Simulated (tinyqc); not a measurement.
## Pelgrom slope, floor and doping from two device sizes

Problem. s^2 = A^2/(L W) + s0^2, with s0 independent of size and A = (q/Cox) sqrt(Na Wd/3) from random dopants alone, Cox = 3.9 eps0/ti. Find A, s0 and Na.

Values chosen for this exercise: oxide-equivalent thickness in inversion ti = 0.9 nm.

Constants: q = 1.602176634e-19 C, eps0 = 8.8541878128e-14 F/cm where lengths are in cm. Results are converted to the units shown.

s for gate areas 0.0023 and 0.069 um^2 (mV): [9.31644143, 2.90881466]
Wd = 38.1741259 nm

Solution. s^2 is linear in 1/area: slope A^2, intercept s0^2.

A = 0.4317 mV um
s0 = 2.400 mV
Na = 8.400e17 cm^-3

Computed by the program tinyqc: `OMP_NUM_THREADS=1 python tinyqc.py 2090058 2090059 out.jsonl`, one thread of a shared Intel Xeon 2.30GHz, about 0.01 s for the whole run.
